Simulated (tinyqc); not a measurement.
Worked calculation: hopping conduction between localised states. Computed by tinyqc, a small Python program that keeps every step. Command: `OMP_NUM_THREADS=1 python tinyqc.py 3027366 3027367 out.jsonl hop walk`. One thread of a shared host (Intel(R) Xeon(R) Processor @ 2.30GHz), about 0.01 s of CPU time with the checks. Intermediate numbers are printed to about 5 digits and carried at full precision; extremes and crossings named in words are read from the listed rows.

Energies are counted from the Fermi level. A small network shows the mechanism; the laws of an infinite system follow.

Inputs (values chosen for the exercise, for a model amorphous semiconductor):
```
quantity                                  value          unit
localisation length xi                      3.2            nm
density of states g_0                     2e+18   1/(eV cm^3)
permittivity eps                            4.7             -
activation energy E_a to extended states  0.046            eV
prefactor of activated conduction            62          S/cm
prefactor of hopping                        1.7          S/cm
conductance scale G_0                         1  microsiemens
temperature T                                54             K
```

Dimension: 3D.

sites of the small network (nm, nm, meV):
```
       x     y  energy
1      0  1.66    0.21
2   2.49  3.44    7.17
3   6.51  0.48   -2.35
4   8.73  0.23   -10.2
5  12.02   4.4   10.66
6  13.61  0.87    4.55
7  16.66  3.63    0.74
8     20  0.36    0.02
```

Constants: k_B = 8.617333262e-05 eV/K; e^2/(4 pi eps_0) = 14.39964548 eV angstrom.

## Pair exponents

Miller-Abrahams exponent s_ij = 2 r_ij/xi + (|E_i| + |E_j| + |E_i - E_j|)/(2 k_B T); G_ij = G_0 exp(-s_ij). The diagonal is set to 0 and not used.

s_ij:
```
        1       2      3      4      5      6       7       8
1   0.000   3.454  4.685  7.766  9.996  9.498  10.644  12.572
2   3.454   0.000  5.166  8.119  8.277  8.674  10.398  12.653
3   4.685   5.166  0.000  3.588  7.022  5.927   7.306   8.941
4   7.766   8.119  3.588  0.000  7.803  6.246   7.744   9.240
5   9.996   8.277  7.022  7.803  0.000  4.711   5.230   7.881
6   9.498   8.674  5.927  6.246  4.711  0.000   3.549   4.984
7  10.644  10.398  7.306  7.744  5.230  3.549   0.000   3.080
8  12.572  12.653  8.941  9.240  7.881  4.984   3.080   0.000
```

## Kirchhoff solution

Site 1 is held at potential 1 and site 8 at 0; Kirchhoff's law sum_j G_ij (u_i - u_j) = 0 fixes the others; G = sum_j G_1j (1 - u_j). G_ij = G_0 exp(-s_ij).

potentials: 1.0000  0.9453  0.7198  0.6718  0.1774  0.1447  0.0731  0.0000

conductance G = 0.0045830 microsiemens

-ln(G/G_0) = 5.3854

## Critical path

Critical exponent s_c: the smallest value such that bonds with s_ij <= s_c connect site 1 with site 8.

critical exponent s_c = 5.9270

One such path is 1-3-6-7-8. -ln(G/G_0) = 5.39 against s_c = 5.93: the hardest unavoidable hop sets the conductance.

## The network against temperature

Miller-Abrahams exponent s_ij = 2 r_ij/xi + (|E_i| + |E_j| + |E_i - E_j|)/(2 k_B T); G_ij = G_0 exp(-s_ij). Site 1 is held at potential 1 and site 8 at 0; Kirchhoff's law sum_j G_ij (u_i - u_j) = 0 fixes the others; G = sum_j G_1j (1 - u_j). The last column is the length of the critical bond.

Network:
```
T (K)  -ln(G/G_0)     s_c  critical hop (nm)
16         8.2307  8.8833             10.628
24         7.1271  7.7805              7.111
38         6.0444  6.5513              7.111
54         5.3854  5.9270              7.111
81         4.8236  5.1893              4.922
140        4.3391  4.2987              4.922
270        4.0214  3.7101              4.922
810        3.7974  3.2874              4.922
```

-ln(G/G_0) follows s_c within 0.7. The critical hop is 10.6 nm long at the lowest T and 4.92 nm at the highest: on cooling the carrier goes farther to find a site of nearer energy, which is variable-range hopping.

## Variable-range laws

Mott: T_M = 21.2/(k_B g_0 xi^3), exponent (T_M/T)^(1/4), mean hop r = (3/8) xi times the exponent. Efros-Shklovskii: T_ES = 2.8 e^2/(4 pi eps eps_0 k_B xi), exponent (T_ES/T)^(1/2). Coulomb gap width g_0^(1/2) (e^2/(4 pi eps eps_0))^(3/2). The numerical coefficients come from percolation theory and are given.

T_M = 3.7539e+06 K

T_ES = 3110.9 K

Mott exponent = 16.238

Efros-Shklovskii exponent = 7.5901

mean hop by the Mott formula = 19.485 nm

Coulomb gap = 7.5840 meV

The larger exponent, here Mott, is the one that limits; the two are equal at T = 2.58 K, below which the Coulomb gap rules.

## Total conductivity

sigma = s_1 exp(-E_a/k_B T) + s_2 exp(-larger of the two exponents); reduced activation energy w = d ln(sigma)/d ln(T) by a central difference of +/- 1 %.

activated part = 0.0031568 S/cm

hopping part = 1.5085e-07 S/cm

conductivity = 0.0031570 S/cm

reduced activation energy w = 9.8857

Activation to extended states carries 100 %. For sigma = s exp(-(T_0/T)^p), w = p (T_0/T)^p, so the slope of ln w against ln T gives -p.

Checks made by the program: current leaving the first site against current entering the last (relative difference below 1e-10).
